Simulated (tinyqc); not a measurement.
Worked calculation: smearing for a one-band metal on the square lattice. Values are carried at full precision from step to step, so a last printed digit may differ when a step is redone from the rounded ones.

Lattice vectors (units of a): a1 = (1, 0), a2 = (0, 1). E(k) = -t A_1(k) - t2 A_2(k), A_m the sum of cos(k . R) over the 4 nearest and 4 second lattice vectors. Mesh k = sum (j_i/N) b_i, j_i = 0 .. N-1.

Parameters, chosen for this exercise:
```
symbol  value  unit  meaning
t       1.03   eV    nearest hopping
t2      -0.21  eV    second hopping
N       4            unshifted mesh
ne      0.97         electrons per cell
sigma   0.206  eV    width
```

## Levels on the mesh

Evaluate the band and collect equal energies with their counts.

Distinct levels:
```
E_k (eV)  points
-3.2800        1
-2.0600        4
-0.8400        2
0.0000         4
2.0600         4
4.9600         1
```

6 distinct levels; the mean spacing is 1.648 eV.

## Fermi level with Methfessel-Paxton (first order) smearing

With x = (E_k - mu)/sigma: Methfessel-Paxton (first order) f = erfc(x)/2 - x exp(-x^2)/(2 sqrt(pi)), s = (1 - 2 x^2) exp(-x^2)/(4 sqrt(pi)). With weights w = points/N^d (d the dimension), mu solves 2 sum w f = ne; E = 2 sum w f E_k, S = 2 sum w s, F = E - sigma S.

Weights w = points/total. Bisection from the lowest and highest level; ten steps are shown.

Bisection:
```
step  low (eV)  high (eV)  mu (eV)  electrons
1      -3.2800     4.9600   0.8400     1.3750
2      -3.2800     0.8400  -1.2200     0.6218
3      -1.2200     0.8400  -0.1900     0.8675
4      -0.1900     0.8400   0.3250     1.3870
5      -0.1900     0.3250   0.0675     1.2557
6      -0.1900     0.0675  -0.0612     1.0051
7      -0.1900    -0.0612  -0.1256     0.9128
8      -0.1256    -0.0612  -0.0934     0.9532
9      -0.0934    -0.0612  -0.0773     0.9779
10     -0.0934    -0.0773  -0.0854     0.9652
```

## Occupations and energies

Converge mu, then list x, f and s of each level and form the sums.

mu = -0.0823 eV

x, f and s of each level:
```
E_k (eV)       x       f       s
-3.2800   -15.52  1.0000  0.0000
-2.0600    -9.60  1.0000  0.0000
-0.8400    -3.68  1.0000  0.0000
0.0000      0.40  0.1900  0.0819
2.0600     10.40  0.0000  0.0000
4.9600     24.48  0.0000  0.0000
```

E = -1.6500 eV
S = 0.0409
F = -1.6584 eV
(E + F)/2 = -1.6542 eV

Levels with f between 0.001 and 0.999: 1. For this scheme F itself has no term in sigma^2, so F is the estimate of the energy at zero width. That argument needs a smooth density of states, and the number of distinct levels within 2 sigma of mu is only 1, so it may fail on this mesh.

## Checks

- The slope dF/d sigma by finite differences against -S: both -0.040934.
- The slope dF/d ne by finite differences against mu (eV): both -0.082288.

(tinyqc, `OMP_NUM_THREADS=1 python tinyqc.py 1650446 1650447 out.jsonl`, Intel(R) Xeon(R) Processor @ 2.30GHz, 1 thread, shared host, about 0.07 s.)
